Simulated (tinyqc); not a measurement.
What each parameter does: quantum well in an electric field by finite differences.

Finite differences on points z_i at the centres of cells of width h: H_ii = (c/h^2)(1/m_(i-1/2) + 1/m_(i+1/2)) + V_i, H_(i,i+1) = -(c/h^2)/m_(i+1/2), where m_(i+1/2) is the mean of the masses at the two points (the end values are repeated outwards), psi = 0 on the points beyond both ends, c = hbar^2/2m0. The field adds e F (z - z0) with z0 the middle of the structure; 1 kV/cm = 1e-5 eV/angstrom.

Constants: hbar^2/2m0 = 3.80998211 eV angstrom^2.

Inputs chosen for the exercise (near those of a non-polar GaN well in AlGaN; shifted at random, so the results belong to these values and not to a real crystal):
- Lw = 24 angstrom (well width)
- Lb = 16 angstrom (each outer barrier)
- V0 = 0.735 eV (barrier height)
- mw = 0.202 m0 (mass in the well)
- mb = 0.259 m0 (mass in the barriers)
- F = 510 kV/cm (field along z)
- hf = 0.25 angstrom (cell width of the fine grid)

Three layers: barrier, well, barrier; fine grid. The Stark shift is E1(F) - E1(0).

One parameter was then changed.

Results before and after:

| case | E1 (eV) | E2 - E1 (meV) | Stark shift (meV) | <z - z0> (angstrom) |
|---|---|---|---|---|
| base | 0.1437 | 410.4 | -2.86 | -1.12 |
| changed | 0.1353 | 383.2 | -2.88 | -1.13 |

Which of these changes was made? (a) F = 255 kV/cm; (b) V0 = 0.882 eV; (c) mb = 0.2072 m0; (d) Lb = 20 angstrom; (e) Lw = 20 angstrom; (f) mw = 0.2323 m0.

Answer: (f) mw = 0.2323 m0. Of the candidates, run in turn, only this one gives the changed row.

All candidates:

| case | E1 (eV) | E2 - E1 (meV) | Stark shift (meV) | <z - z0> (angstrom) |
|---|---|---|---|---|
| base | 0.1437 | 410.4 | -2.86 | -1.12 |
| Lw = 20 angstrom | 0.1833 | 491.6 | -1.96 | -0.77 |
| Lb = 20 angstrom | 0.1434 | 405.3 | -2.91 | -1.14 |
| V0 = 0.882 eV | 0.1528 | 441.1 | -2.48 | -0.97 |
| mw = 0.2323 m0 | 0.1353 | 383.2 | -2.88 | -1.13 |
| mb = 0.2072 m0 | 0.1528 | 419.7 | -2.78 | -1.09 |
| F = 255 kV/cm | 0.1458 | 409.2 | -0.72 | -0.56 |

(tinyqc, `OMP_NUM_THREADS=1 python tinyqc.py 1281404 1281405 out.jsonl`, Intel(R) Xeon(R) Processor @ 2.30GHz, 1 thread, shared host, about 0.03 s.)
